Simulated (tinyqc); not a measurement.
Film and buried-oxide thickness from two coupling ratios.

Problem. In a depleted film -dVT/dVb is k1 = Cs Cbox/(Cox (Cs + Cbox)) for a front channel and k2 = Cbox (Cox + Cs)/(Cox Cs) for a back channel, with Cox = eps0 eox/tox, Cs = eps0 eps_r/ts, Cbox = 3.9 eps0/tb. Find ts and tb.

Values chosen for this exercise; band and dielectric values close to those of silicon:
- eps_r = 11.8 (relative permittivity)
- eox = 3.9 (relative permittivity of the gate insulator (close to silicon dioxide))
- tox = 1.5 nm (insulator thickness)

coupling ratios for a front and a back channel: 0.050084890  0.31038136

Solution. With y = Cox/Cs and z = Cox/Cbox, 1/k1 = y + z and k2 = (1 + y)/z, so y = (k2/k1 - 1)/(1 + k2); the thicknesses follow from y and z.

ts = 18.0 nm
tb = 24.0 nm

tinyqc, about 0.3 s, one thread, Intel Xeon 2.30GHz (shared host): `OMP_NUM_THREADS=1 python tinyqc.py 2190049 2190050 out.jsonl`
